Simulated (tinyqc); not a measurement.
# Velocity overshoot from momentum and energy balance equations after a field step, step by step

A worked calculation. Computed by tinyqc, a small Python program that keeps every step. Command: `OMP_NUM_THREADS=1 python tinyqc.py 3006992 3006993 out.jsonl overshoot walk`. One thread of a shared host (Intel(R) Xeon(R) Processor @ 2.30GHz), about 0.02 s of CPU time with the checks. Intermediate numbers are printed to about 6 digits and carried at full precision; extremes and crossings named in words are read from the listed rows.

At t = 0 the field jumps from 0 to F in a uniform sample. v is the drift velocity and u = w - (3/2) k_B T the excess energy per carrier.

Inputs (values chosen for the exercise, modelled on electrons in GaN except for tau_E): effective mass m = 0.2 m_0; low-field mobility mu_0 = 1200 cm^2/(V s); saturation velocity v_s = 2 1e7 cm/s; energy relaxation time tau_E = 0.19 ps; field after the step F = 31 kV/cm; lattice temperature T = 300 K; time step dt = 150 fs.

Scheme: explicit Euler.

Constants: m_0 = 9.1093837015e-31 kg; e = 1.602176634e-19 C; k_B = 8.617333262e-05 eV/K.

## Constants and steady state

dv/dt = e F/m - v/tau_m(u), du/dt = e F v - u/tau_E, tau_m(u) = tau_0/(1 + c u), tau_0 = m mu_0/e, c = mu_0/(e tau_E v_s^2); this choice gives the steady state v (1 + mu_0 F v/v_s^2) = mu_0 F, which saturates at v_s. Steady velocity v = 2 mu_0 F/(1 + sqrt(1 + 4 (mu_0 F/v_s)^2)); u = e F v tau_E; carrier temperature T + 2u/(3 k_B), neglecting the drift energy m v^2/2.

tau_0 = 136.455 fs

c = 15.7895 1/eV

acceleration e F/m = 0.0272617 1e7 cm/s per fs

steady velocity = 1.53337 1e7 cm/s

steady excess energy = 0.0903154 eV

steady carrier temperature = 998.711 K

tau_E/tau_0 = 1.39, and in the steady state tau_m has shrunk to 56.2 fs.

## First four steps

dv/dt = e F/m - v/tau_m(u), du/dt = e F v - u/tau_E, tau_m(u) = tau_0/(1 + c u), tau_0 = m mu_0/e, c = mu_0/(e tau_E v_s^2); this choice gives the steady state v (1 + mu_0 F v/v_s^2) = mu_0 F, which saturates at v_s. Step: v_new = v + dt (e F/m - v/tau_m(u)), u_new = u + dt (e F v - u/tau_E). Start v = u = 0; the distance adds dt (v + v_new)/2.

Steps:
```
step  t (fs)  v (1e7 cm/s)     u (eV)  tau_m (fs)
1        150        4.0893   0.000000     136.455
2        300        3.6833   0.190150      34.094
3        450       -8.4329   0.211307      31.467
4        600       35.8548  -0.347643     -30.397
```

After the first step u is still 0, below the drift energy m v^2/2, because the explicit scheme uses the old v: an error of the finite time step.

## The whole transient

Run to 8 times the larger of tau_E and tau_0, but at most 20001 steps, and stop early if |v| > 1000 v_s or u < -1/(2c); the run is accepted if the last v is within 0.5 % of the steady value.

Selected steps, the peak among them:
```
step  t (fs)  v (1e7 cm/s)     u (eV)  distance (nm)
1        150        4.0893   0.000000         30.669
2        300        3.6833   0.190150         88.964
3        450       -8.4329   0.211307         53.342
4        600       35.8548  -0.347643        259.007
```

peak velocity = 35.8548 1e7 cm/s

time of the peak = 600 fs

distance at the peak = 259.007 nm

last relative deviation from the steady velocity = 22.3831

peak over steady velocity = 23.3831

The run fails. Linearised at the steady state the two equations have the rates -0.0115 +/- 0.0040i per fs; the explicit step is stable only for dt < 2 |Re|/|rate|^2 = 155.1 fs, against dt = 150 fs; so near that limit the swings die out too slowly.

Reruns converge with time step dt = 15.0; or with scheme = implicit in the damping.
